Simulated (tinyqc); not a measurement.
Nucleation and growth of vacancy voids in a cooling silicon-like crystal. Changing the temperature of the worked step T. Computed by tinyqc, a small Python program. Command: `OMP_NUM_THREADS=1 python tinyqc.py 3020778 3020779 out.jsonl voids sweep`. One thread of a shared host (Intel(R) Xeon(R) Processor @ 2.30GHz), about 0.06 s of CPU time with the checks.

Spherical voids; vacancies are lost only to voids.

Inputs (values chosen for the exercise, for a model crystal):
```
quantity                                    value    unit
vacancy density at the melting point C_m  8.2e+14  1/cm^3
formation energy E_f                         4.22      eV
melting point T_m                            1685       K
diffusion prefactor D0                    0.00043  cm^2/s
migration energy E_m                         0.45      eV
site density rho                            5e+22  1/cm^3
void surface energy gamma                   0.836   J/m^2
vacancy excess C0                         7.2e+13  1/cm^3
```

Vacancy supply: given.

Constants: k_B = 8.617333262e-05 eV/K; k_B = 1.380649e-23 J/K; e = 1.602176634e-19 C.

Method. C = C0 as given. C_e = C_m exp[-(E_f/k_B)(1/T - 1/T_m)]; D = D0 exp(-E_m/(k_B T)); f = k_B T ln(C/C_e); r* = 2 gamma/(rho f); W* = 16 pi gamma^3/(3 rho^2 f^2); Z = f/sqrt(12 pi W* k_B T); I = rho Z (4 pi r* D C) exp(-W*/(k_B T)).

One run for each value:
```
temperature of the worked step T (K)  rate I (1/(cm^3 s))  W*/(k_B T)  critical radius r* (nm)  C_e (1/cm^3)
1300                                           4.8617e+16      17.764                  0.30175    1.4990e+11
1320                                           2.7677e+15      20.602                  0.32744    2.6526e+11
1340                                           6.9527e+13      24.248                  0.35792    4.6148e+11
1360                                           5.4567e+11      29.048                  0.39466    7.8987e+11
1370                                           2.6615e+10      32.040                  0.41601    1.0273e+12
1390                                           1.1661e+07      39.706                  0.46648    1.7182e+12
1410                                           1.8067e+02      50.698                  0.53088    2.8320e+12
1430                                           1.0172e-05      67.287                  0.61592    4.6032e+12
```

Describe the trends.

Over the rows, rate I (1/(cm^3 s)) falls from 4.86e16 to 1.02e-5 (exponent d ln y / d ln x -190 between the first rows and -1200 between the last); W*/(k_B T) rises from 17.8 to 67.3 (exponent d ln y / d ln x 9.7 between the first rows and 20 between the last); critical radius r* (nm) rises from 0.302 to 0.616 (exponent d ln y / d ln x 5.4 between the first rows and 11 between the last).

Caution (rows 1300, 1320, 1340, 1360, 1370): at such a rate voids would have used up the initial excess before the crystal cooled to this T.
